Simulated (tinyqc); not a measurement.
Buckled dimers of a reconstructed (001) surface, two dangling bonds a dimer, step by step. Values are carried at full precision from step to step, so a last printed digit may differ when a step is redone from the rounded ones.

In a dimer one atom moves up by z and the other down by z; the dangling bond of the up atom (more s-like) falls by gm z and that of the down atom rises by gm z. With all dimers tilted alike: H(k) = [[-gm z - 2 ta cos k, -tp - 2 tx cos k], [., gm z - 2 ta cos k]], k along the row in 1/a. Two electrons a dimer fill the lowest N of the 2N levels on the mesh k_j = (j + 1/2) pi/N. Total energy a dimer: W(z) = (2/N) sum of the filled levels + kf z^2. Repulsion between electrons is left out.

Constants: kB = 8.617333262e-05 eV/K.

Inputs chosen for the exercise (of the size met on Si(001); not measured data): tp = 0.42 eV (pi coupling inside a dimer); ta = 0.11 eV (coupling between like atoms along the row); tx = 0.06 eV (diagonal coupling along the row); gm = 1.91 eV/angstrom (shift of a dangling bond with height); z = 0.31 angstrom (a trial buckling); k = 0.27 pi/a (wave vector along the row); kf = 5.3 eV/angstrom^2 (force constant of buckling); N = 12 (k points).

## One k point at the trial buckling

Form H, its levels and the weight of the lower one on the up atom, (1 + gm z/sqrt((gm z)^2 + h^2))/2 with h the off-diagonal element; k is given in pi/a.

H (eV):
```
,up,down
up,-0.7376,-0.4994
down,-0.4994,0.4466
```

levels (eV): -0.9200  0.6291

weight on the up atom = 0.8822

## The bands on the mesh

Both levels at each k_j for the trial z, and W(z).

Levels (eV):
```
j,k (pi/a),lower,upper
0,0.0417,-1.0188,0.5826
1,0.1250,-0.9985,0.5920
2,0.2083,-0.9594,0.6103
3,0.2917,-0.9044,0.6366
4,0.3750,-0.8376,0.6692
5,0.4583,-0.7638,0.7064
6,0.5417,-0.6883,0.7457
7,0.6250,-0.6162,0.7846
8,0.7083,-0.5523,0.8202
9,0.7917,-0.5008,0.8499
10,0.8750,-0.4647,0.8712
11,0.9583,-0.4461,0.8823
```

band energy = -1.4585 eV
elastic energy = 0.5093 eV
W = -0.9492 eV

The lower band is full and the upper empty.

## An isolated dimer

For ta = tx = 0, W = -2 sqrt(tp^2 + (gm z)^2) + kf z^2. It buckles if gm^2/kf > tp; then sqrt(tp^2 + (gm z)^2) = gm^2/kf, the gap is twice that, and the gain is (gm^2/kf - tp)^2 kf/gm^2.

gm^2/kf = 0.6883 eV
buckling z = 0.2855 angstrom
gap = 1.3766 eV
gain = 0.1046 eV

The pi bond is too weak to resist: the dimer tilts and charge moves to the up atom.

## The row at its minimum

Minimise W over z from 0 to 1 angstrom. Gap: lowest upper level less highest lower level on 201 points from 0 to pi (negative: overlap). Charge moved to the up atom: the mean of gm z/sqrt((gm z)^2 + h^2) over the mesh, valid for a full lower band.

z = 0.2858 angstrom
gain over flat dimers = 0.1112 eV

gap (eV): flat 0.4000, at the minimum 0.9509

charge moved = 0.793 e

With these values the flat row already has a gap and buckling widens it; fuller one-electron models of Si(001) and Ge(001) find the flat dimers metallic. Per dimer, the gain is also the barrier for flipping the whole row together in this picture, 4.3 kT at 300 K.

## Checks

- Buckling of an isolated dimer from the formula against numerical minimisation: both 0.2855.

(tinyqc, `OMP_NUM_THREADS=1 python tinyqc.py 1451380 1451381 out.jsonl`, Intel(R) Xeon(R) Processor @ 2.30GHz, 1 thread, shared host, about 0.02 s.)
